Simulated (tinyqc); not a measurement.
Worked calculation: current of a Schottky diode by thermionic-emission-diffusion theory, and its read-back from I-V-T and C-V data. Computed by tinyqc, a small Python program that keeps every step. Command: `OMP_NUM_THREADS=1 python tinyqc.py 3004795 3004796 out.jsonl schottky walk`. One thread of a shared host (Intel(R) Xeon(R) Processor @ 2.30GHz), about 0.01 s of CPU time with the checks. Intermediate numbers are printed to about 6 digits and carried at full precision; extremes and crossings named in words are read from the listed rows.

Full ionisation, no tunnelling, no recombination current. V is the voltage across the junction itself, forward positive.

Inputs (values chosen for the exercise, modelled on n-type 4H-SiC):

| quantity | value | unit |
|---|---|---|
| Richardson constant A* | 143 | A/(cm^2 K^2) |
| effective density of states at 300 K, N_c | 1.7e+19 | 1/cm^3 |
| permittivity eps | 9.7 | - |
| mobility mu | 940 | cm^2/(V s) |
| barrier without image force phi_0 (mean) | 1.17 | eV |
| doping N | 6.7e+16 | 1/cm^3 |
| series resistance R_s | 0.41 | milliohm cm^2 |
| junction voltage V | 0.35 | V |
| temperature T | 350 | K |
| standard deviation sigma | 45 | meV |
| relative change of sigma^2 with bias, rho | 0.77 | 1/V |

Barrier: Gaussian spread of heights.

Constants: k_B = 8.617333262e-05 eV/K; e = 1.602176634e-19 C; eps_0 = 8.8541878128e-12 F/m.

## Barrier at the given bias

N_c(T) = N_c (T/300 K)^(3/2); V_bi = phi_0 - (k_B T/e) ln(N_c(T)/N); surface field F = sqrt(2 e N (V_bi - V - k_B T/e)/(eps eps_0)); image lowering d_phi = sqrt(e F/(4 pi eps eps_0)); effective barrier phi = phi_0 - d_phi - sigma^2 (1 - rho V)/(2 k_B T).

built-in voltage V_bi = 0.996048 V

surface field F = 124.079 kV/cm

image lowering = 42.9180 meV

effective barrier phi = 1.10256 eV

## Current

Collection velocity v_R = A* T^2/(e N_c(T)); diffusion velocity v_D = mu F; J = e N_c(T) v_R/(1 + v_R/v_D) exp(-phi/k_B T) [exp(e V/k_B T) - 1]. Terminal voltage V + J R_s.

v_R = 5.10379e+06 cm/s

v_D = 1.16634e+08 cm/s

current density J = 2.44622e-04 A/cm^2

terminal voltage = 0.350000 V

v_D/v_R = 22.9: emission over the barrier limits the current.

## Read-back from the I-V curve

Ideality n = (e/k_B T)/(d ln J/dV) by a central difference of +/- 1 mV; J_0 = J exp(-e V/(n k_B T)); apparent barrier phi_IV = k_B T ln(A* T^2/J_0); a C-V plot gives phi_CV = phi_0, the mean without lowering.

ideality factor n = 1.04634

extrapolated J_0 = 3.73179e-09 A/cm^2

apparent barrier phi_IV = 1.08835 eV

phi_CV - phi_IV = 81.6497 meV

n exceeds 1 because forward bias lowers the field, which weakens the image lowering, and narrows the spread of barriers.

## Temperature series and Richardson plot

A least-squares line of ln(J_0/T^2) against 1/(k_B T) gives a barrier (minus the slope) and a Richardson constant (exp of the intercept).

At the same junction voltage:

| T (K) | 1/k_B T (1/eV) | n | J_0 (A/cm^2) | phi_IV (eV) | ln(J_0/T^2) |
|---|---|---|---|---|---|
| 200 | 58.0226 | 1.06510 | 1.01342e-20 | 1.06162 | -56.6350 |
| 250 | 46.4181 | 1.05575 | 2.01048e-15 | 1.07385 | -44.8833 |
| 300 | 38.6817 | 1.05000 | 8.49848e-12 | 1.08220 | -36.8987 |
| 350 | 33.1558 | 1.04634 | 3.73179e-09 | 1.08835 | -31.1222 |
| 400 | 29.0113 | 1.04403 | 3.86028e-07 | 1.09313 | -26.7503 |
| 450 | 25.7878 | 1.04267 | 1.49867e-05 | 1.09702 | -23.3268 |

barrier from the Richardson plot = 1.03341 eV

Richardson constant from the plot = 24.4522 A/(cm^2 K^2)

From 200 to 450 K n goes from 1.065 to 1.043 and phi_IV from 1.062 to 1.097 eV. The plot returns 1.033 eV against phi_0 = 1.17 and a constant 0.171 times the true A*: a spread of barriers lets cold carriers pick the low patches, which bends the plot and lowers both numbers.

## Forward curve with series resistance

Terminal voltage V + J R_s; apparent ideality from neighbouring rows, (e/k_B T) dV_terminal/d ln J.

Forward curve; the last column belongs to the interval up to the next row:

| V (V) | J (A/cm^2) | terminal voltage (V) | apparent n |
|---|---|---|---|
| 0.234 | 6.16475e-06 | 0.23400 | 1.0446 |
| 0.325 | 1.10751e-04 | 0.32500 | 1.0469 |
| 0.416 | 1.97681e-03 | 0.41600 | 1.0500 |
| 0.507 | 3.49990e-02 | 0.50701 | 1.0568 |
| 0.598 | 6.12660e-01 | 0.59825 | 1.1068 |
| 0.688 | 1.02181e+01 | 0.69219 | 1.8463 |
| 0.779 | 1.70700e+02 | 0.84899 | 13.4375 |
| 0.870 | 2.66530e+03 | 1.96277 | - |

The resistance takes over where J R_s exceeds k_B T/e, at J = 73.6 A/cm^2; the apparent ideality climbs from 1.04 to 13.4, so barrier and n must be read below that current. Rows where the resistance drops more than 1 V are formal, since self-heating is left out.

Checks made by the program: v_D = mu F against the drift-diffusion integral over the parabolic barrier, a ratio 2 y Dawson(y) with y^2 = (V_bi - V)/(k_B T/e) - 1 (relative difference 3e-02).
